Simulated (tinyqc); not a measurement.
# Changing the temperature T

Model: q-state Potts model on a small periodic square lattice: enumeration, Metropolis, heat-bath and Wolff steps. Computed by tinyqc, a small Python program. Command: `OMP_NUM_THREADS=1 python tinyqc.py 3114248 3114249 out.jsonl potts sweep`. One thread of a shared host (Intel(R) Xeon(R) Processor @ 2.30GHz), about 0.05 s of CPU time with the checks.

E = -J x (number of nearest-neighbour bonds with equal states); n x n sites with periodic edges have 2 n^2 bonds. Order parameter m = (q f - 1)/(q - 1), f being the largest share of one state. Sites are numbered row by row from 0. Here q = 4 and n = 3.

Inputs (values chosen for the exercise, for a model of domains or grain orientations): number of states q = 4; edge n = 3; coupling J = 14 meV.

Constants: k_B = 8.617333262e-05 eV/K.

Method:
- K = J/(k_B T); the infinite square lattice orders at K_c = ln(1 + sqrt(q)); Wolff bond probability p = 1 - exp(-K).
- All q^(n^2) states are counted by their number b of equal bonds; weights g(b) exp(K b), K = J/(k_B T). Per site: u = -J <b>/n^2, c/k_B = K^2 (<b^2> - <b>^2)/n^2.
- ln Z = ln sum g(b) exp(K b); entropy per site s/k_B = (ln Z - K <b>)/n^2.
- The same sums with m: <m> and the Binder ratio U = 1 - <m^4>/(3 <m^2>^2).

One run for each value:
```
temperature T (K)  heat capacity c (k_B/site)  entropy s (k_B/site)     <m>  energy u (meV/site)
56.0                                3.762e-03                 0.154  1.0000               -28.00
74.7                                4.170e-02                 0.159  0.9993               -27.97
99.6                                2.622e-01                 0.195  0.9920               -27.69
177.0                               1.728e+00                 0.843  0.7124               -19.58
236.0                               6.799e-01                 1.186  0.4819               -13.65
315.0                               2.301e-01                 1.304  0.3746               -10.94
420.0                               9.575e-02                 1.347  0.3241                -9.60
560.0                               4.528e-02                 1.366  0.2961                -8.81
```

Give the missing row, temperature T (K) = 133.0.

Computed row:
```
temperature T (K)  heat capacity c (k_B/site)  entropy s (k_B/site)     <m>  energy u (meV/site)
133.0                               1.153e+00                 0.376  0.9347               -25.83
```

Interpolating between the two neighbouring rows (the first column on a logarithmic scale, the others too where they are positive) misses most in heat capacity c (k_B/site), by 41 %. Over the rows, heat capacity c (k_B/site) goes from 0.00376 through a maximum among these rows, 1.73 at 177, to 0.0453; entropy s (k_B/site) rises from 0.154 to 1.37 (exponent d ln y / d ln x 0.11 between the first rows and 0.049 between the last); <m> falls from 1.000 to 0.296 (exponent d ln y / d ln x -0.0024 between the first rows and -0.31 between the last). The entropy runs between ln(q)/n^2 = 0.154 and ln q = 1.386 k_B per site.

Extremes, crossings and ranges named in words are read from the listed rows.
